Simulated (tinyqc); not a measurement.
Oscillation of the Fermi level: Landau levels of massive Dirac electrons in two valleys.

H = hv (tau kx sx + ky sy) + (D/2) sz. Conduction levels E_N = sqrt(D^2/4 + 2N hv^2/l^2) - D/2 from the band edge; N = 1, 2, ... occur in both valleys, N = 0 in one valley only (its partner in the other valley lies at the valence edge). Each state is twofold in spin; spin splittings are left out.

In a field B along z: l = 1/sqrt((e/hbar) B) is the magnetic length, n_B = B/(h/e) the number of states per area in one level, hbar wc = 2 muB B/m for mass m in m0; 1/angstrom^2 = 1e16/cm^2.

Level 0 takes 2 n_B electrons and each higher level 4 n_B. At zero temperature and without broadening EF sits in the partly filled level.

Constants: e/hbar = 1.519267448e-05 1/(T angstrom^2); h/e = 413566.7697 T angstrom^2; muB = 5.788381798e-05 eV/T.

Inputs chosen for the exercise (a gapped graphene sheet; not measured data):
```
symbol  value                                                  unit         meaning
hv      6.21                                                   eV angstrom  hbar v
D       0.07                                                   eV           gap
n       5.6                                                    x 1e11/cm^2  electron sheet density
Bo      (1.07, 1.21, 1.39, 1.64, 1.99, 2.53, 3.5, 5.63, 14.5)  T            fields
```

Fixed density, zero temperature, no broadening. At B = 0, EF = sqrt(D^2/4 + hv^2 pi n) - D/2.

Filling:
```
B (T)     nu  partly filled level  EF (meV)  filled share
1.07   21.64                    5     51.57          0.91
1.21   19.14                    5     56.18          0.29
1.39   16.66                    4     52.98          0.67
1.64   14.12                    4     59.40          0.03
1.99   11.64                    3     55.67          0.41
2.53    9.15                    2     49.58          0.79
3.50    6.62                    2     62.10          0.15
5.63    4.11                    1     53.44          0.53
14.5    1.60                    0      0.00          0.80
```

EF at B = 0 = 54.50 meV

What does the comparison show?

EF runs between 0.0 and 62.1 meV around its zero-field value of 54.5 meV. It follows a level while that level empties and falls to the next one down when nu passes a filled shell; the partly filled level changes 5 times in this table.

Program tinyqc; command `OMP_NUM_THREADS=1 python tinyqc.py 1251749 1251750 out.jsonl`; about 0.01 s on one thread of a shared Intel(R) Xeon(R) Processor @ 2.30GHz.
